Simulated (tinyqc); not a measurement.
Comparisons within one model: propagation of a band-gap error through k.p and effective-mass formulas. A value that a table varies takes the place of the one given here.

Chain, for a gap E (the reference Eg or another value), with Ep and Dso kept: 1/me = 1 + Ep (E + 2 Dso/3)/(E (E + Dso)); g* = 2 - 2 Ep Dso/(3 E (E + Dso)); g1(E) = g1 + (Ep/3)(1/E - 1/Eg), g2(E) = g2 + (Ep/6)(1/E - 1/Eg), light hole 1/(g1 + 2 g2), heavy hole 1/(g1 - 2 g2) along [100]; optical constant ei(E) = 1 + (ei - 1)(EP/(EP + E - Eg))^2, static e0(E) = ei(E) + e0 - ei.

Donor: R = Ry me/e0^2, a_B = a0 e0/me, Mott density (0.26/a_B)^3. Nc, Nv = 2 (m kT/(4 pi c))^(3/2), c = hbar^2/2m0, ni = sqrt(Nc Nv) exp(-E/2kT). Exciton: Ry mu/e0^2 with 1/mu = 1/me + g1(E). 1 angstrom^-3 = 1e24 cm^-3.

Constants: Ry = 13.60569312 eV; a0 (Bohr radius) = 0.5291772105 angstrom; kB = 8.617333262e-05 eV/K; hbar^2/2m0 = 3.80998211 eV angstrom^2.

Inputs chosen for the exercise (reference values near those of InAs, gap at low temperature; shifted at random, so the results belong to these values and not to a real crystal):
```
symbol  value  unit  meaning
Eg      0.42   eV    gap at Gamma to the s-like level
Dso     0.392  eV    spin-orbit splitting
Ep      21.5   eV    Kane energy
g1      20.09        Luttinger gamma1
g2      8.47         gamma2
e0      15.26        static dielectric constant
ei      12.37        optical dielectric constant
EP      4.75   eV    mean (Penn) gap
mh      0.63   m0    density-of-states mass of the holes
T       300    K     temperature
Eg2     0.496  eV    a wrong gap, of the size a hybrid functional can give
```

## The size of the error

E = f Eg; ratios against f = 1.

Results:
```
f     E (eV)  me ratio  light-hole ratio  e0 ratio  donor ratio  Mott ratio        g*  log10 ni ratio
0.25   0.105     0.289             0.266     1.110        0.235      0.0177  -105.668            2.24
0.40   0.168     0.443             0.420     1.086        0.376      0.0681   -57.722            1.85
0.60   0.252     0.637             0.619     1.056        0.572       0.220   -32.622            1.26
0.80   0.336     0.822             0.813     1.027        0.779       0.512   -20.970            0.64
1.00   0.420     1.000             1.000     1.000        1.000        1.00   -14.475            0.00
1.20   0.504     1.174             1.181     0.974        1.237        1.75   -10.442           -0.65
1.50   0.630     1.429             1.443     0.938        1.623        3.53    -6.727           -1.65
2.00   0.840     1.841             1.855     0.884        2.356        9.03    -3.429           -3.33
```

What does this show?

Between f = 0.8 and 1.2 the mean powers d ln(ratio)/d ln f are 0.88 for me, 0.92 for the light hole, -0.13 for e0, 1.14 for the donor energy and 3.03 for the Mott density; ni moves by -0.77 decades per 0.1 eV, against -0.1 eV/(2 kT ln 10) = -0.84 from the exponential alone, the rest coming from Nc through me^(3/4). Rows with E below about 8 kT bring ni near Nc, beyond Boltzmann statistics. g* keeps its sign, from -105.67 to -3.43.

## What each input does

All at E = Eg2. Each row changes one parameter from the base and keeps the others.

Results:
```
case            me (m0)  light hole (m0)     e0  donor (meV)  exciton (meV)  log10 ni
base             0.0263           0.0314  14.90        1.613          1.105    13.898
Eg2 = 0.536 eV   0.0282           0.0337  14.72        1.770          1.210    13.585
Dso = 0.361 eV   0.0261           0.0314  14.90        1.601          1.099    13.896
Ep = 23.22 eV    0.0244           0.0319  14.90        1.496          1.052    13.874
g1 = 21.697      0.0263           0.0299  14.90        1.613          1.074    13.898
EP = 5.13 eV     0.0263           0.0314  14.93        1.608          1.101    13.898
ei = 11.38       0.0263           0.0314  14.94        1.606          1.100    13.898
mh = 0.68 m0     0.0263           0.0314  14.90        1.613          1.105    13.923
T = 324 K        0.0263           0.0314  14.90        1.613          1.105    14.257
```

What can be read from the table?

The largest shifts from the base row, up to three for each result and ties (the steps differ in size, so this ranks the rows, not the parameters). me (m0): Ep -0.0019, Eg2 +0.0019, Dso -0.0002; unchanged at the printed digits by g1, EP, ei, mh and T. light hole (m0): Eg2 +0.0023, g1 -0.0015, Ep +0.0004; unchanged at the printed digits by Dso, EP, ei, mh and T. e0: Eg2 -0.18, ei +0.03, EP +0.03; unchanged at the printed digits by Dso, Ep, g1, mh and T. donor (meV): Eg2 +0.156, Ep -0.117, Dso -0.012; unchanged at the printed digits by g1, mh and T. exciton (meV): Eg2 +0.105, Ep -0.052, g1 -0.031; unchanged at the printed digits by mh and T. log10 ni: T +0.359, Eg2 -0.314, mh +0.025; unchanged at the printed digits by g1, EP and ei.

(tinyqc, `OMP_NUM_THREADS=1 python tinyqc.py 1880557 1880558 out.jsonl`, Intel(R) Xeon(R) Processor @ 2.30GHz, 1 thread, shared host, about 0.01 s.)
